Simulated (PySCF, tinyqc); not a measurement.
Worked calculation: CIS on RHF in the sto-3g basis, for BeH+, spin multiplicity 1. The lowest restricted solution is unstable here: a spin-polarised one lies 0.0263 hartree lower (PySCF). One step of it, computed by the program tinyqc.

Question. CIS matrix, singlets. A(ia,jb) = (e_a - e_i) d_ij d_ab + 2 (ia|jb) - (ij|ab).

orbital energies (hartree): MO1 -4.972083, MO2 -0.613055, MO3 -0.248576, MO4 -0.113101, MO5 -0.113101, MO6 0.031255

Two-electron integrals over orbitals (pq|rs), unique and non-zero (hartree):
```
(11|11) 2.275912    (21|11) -0.179643   (21|21) 0.023234    (22|11) 0.445639
(22|21) -0.002615   (22|22) 0.423399    (31|11) -0.169024   (31|21) 0.018904
(31|22) -0.012029   (31|31) 0.024419    (32|11) 0.101394    (32|21) -0.005822
(32|22) -0.059148   (32|31) 0.000955    (32|32) 0.084399    (33|11) 0.492090
(33|21) -0.009469   (33|22) 0.336065    (33|31) 0.000990    (33|32) 0.019786
(33|33) 0.399381    (41|41) 0.015576    (42|41) 0.014790    (42|42) 0.048375
(43|41) 0.013537    (43|42) 0.036926    (43|43) 0.045356    (44|11) 0.569241
(44|21) -0.006266   (44|22) 0.342689    (44|31) -0.005948   (44|32) 0.055243
(44|33) 0.364473    (44|44) 0.449859    (51|51) 0.015576    (52|51) 0.014790
(52|52) 0.048375    (53|51) 0.013537    (53|52) 0.036926    (53|53) 0.045356
(54|54) 0.024249    (55|11) 0.569241    (55|21) -0.006266   (55|22) 0.342689
(55|31) -0.005948   (55|32) 0.055243    (55|33) 0.364473    (55|44) 0.401360
(55|55) 0.449859    (61|11) -0.065171   (61|21) 0.011484    (61|22) 0.008149
(61|31) 0.000523    (61|32) -0.008073   (61|33) -0.012629   (61|44) -0.001731
(61|55) -0.001731   (61|61) 0.014299    (62|11) 0.128561    (62|21) -0.000684
(62|22) -0.003529   (62|31) -0.008626   (62|32) 0.059634    (62|33) -0.011756
(62|44) 0.069226    (62|55) 0.069226    (62|61) 0.007268    (62|62) 0.108710
(63|11) -0.092918   (63|21) 0.003511    (63|22) 0.055788    (63|31) -0.004720
(63|32) -0.082640   (63|33) -0.034111   (63|44) -0.048481   (63|55) -0.048481
(63|61) 0.008965    (63|62) -0.061966   (63|63) 0.099843    (64|41) 0.005572
(64|42) 0.021675    (64|43) 0.003722    (64|64) 0.020768    (65|51) 0.005572
(65|52) 0.021675    (65|53) 0.003722    (65|65) 0.020768    (66|11) 0.479196
(66|21) -0.002835   (66|22) 0.428768    (66|31) -0.010470   (66|32) -0.059695
(66|33) 0.366505    (66|44) 0.348840    (66|55) 0.348840    (66|61) 0.006607
(66|62) -0.019950   (66|63) 0.051512    (66|66) 0.458813
```

Give: CIS matrix A, singlet.

Answer.

CIS matrix A, singlet (hartree), lower triangle:
```
         1>3     1>4     1>5      1>6     2>3     2>4     2>5     2>6
1>3   4.2803
1>4   0.0000  4.3209
1>5   0.0000  0.0000  4.3209
1>6   0.0940  0.0000  0.0000   4.5527
2>3   0.0114  0.0000  0.0000  -0.0197  0.1972
2>4   0.0000  0.0358  0.0000   0.0000  0.0000  0.2540
2>5   0.0000  0.0000  0.0358   0.0000  0.0000  0.0000  0.2540
2>6  -0.0208  0.0000  0.0000   0.0174  0.0635  0.0000  0.0000  0.4330
```
